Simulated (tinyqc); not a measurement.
Inside a calculation: defect, radiative and Auger recombination at equal electron and hole densities (ABC model). Values are carried at full precision from step to step, so a last printed digit may differ when a step is redone from the rounded ones.

J/(e d) = Ae n + B n^2 + C n^3 with Ae = A + 4 S/w (four side walls, carriers spread evenly), e = 1.602176634e-19 C, lengths in cm; internal efficiency IQE = B n^2/(Ae n + B n^2 + C n^3); all injected carriers recombine in the layer.

Parameters, chosen for this exercise (orders of magnitude like those quoted for Si; shifted at random, so the results belong to these values and not to a real crystal): A = 2700 1/s (defect rate); B = 3.5e-15 cm^3/s (radiative coefficient); C = 1.4e-30 cm^6/s (Auger coefficient); S = 0 cm/s (recombination velocity of the side walls); w = 2300 micrometre (side of the square mesa); d = 270000 nm (active thickness); J = 13 A/cm^2 (current density); ex = 0.61 (extraction efficiency); Eph = 1.15 eV (photon energy).

## The efficiency peak

IQE peaks at n_p = sqrt(Ae/C); with Q = B/sqrt(Ae C), IQE_max = Q/(Q + 2).

Ae = 2700 1/s
n_p = 4.392e+16 1/cm^3
Q = 0.05693
IQE_max = 0.0277
J at the peak = 1.06 A/cm^2

The side walls are taken as passivated.

## Carrier density at the given current

G = J/(e d). Newton steps from the smallest of G/Ae, sqrt(G/B) and (G/C)^(1/3); stop when the relative step is below 1e-9.

G = 3.005e+21 1/(cm^3 s)

Newton steps:
```
step,n (1/cm^3),rate/G,relative step
1,1.2900e+17,1.13528,-0.043
2,1.2347e+17,1.00547,-0.0020
3,1.2322e+17,1.00001,-3.7e-06
4,1.2322e+17,1.00000,-1.3e-11
```

n = 1.232e+17 1/cm^3

The start is an upper bound and the function is convex, so the steps fall monotonically; 4 are needed.

## Shares, lifetimes and light

Shares of the three paths; lifetime n/G = 1/(Ae + B n + C n^2); differential lifetime 1/(Ae + 2 B n + 3 C n^2) and bandwidth 1/(2 pi tau_d); optical power density ex IQE J Eph/e.

shares: defect 0.1107, radiative 0.0177, Auger 0.8716

lifetime = 4.10e+04 ns
differential lifetime = 1.49e+04 ns
bandwidth = 0.0107 MHz
optical power density = 0.161 W/cm^2

The Auger path is the largest; the device runs above its efficiency peak, where the defect and Auger shares are equal.

## Checks

- Density from Newton steps against bisection (1/cm^3): both 1.2322e+17.

Run: tinyqc, `OMP_NUM_THREADS=1 python tinyqc.py 1651418 1651419 out.jsonl`; Intel(R) Xeon(R) Processor @ 2.30GHz, one thread, shared host; about 0.01 s of CPU time with all checks.
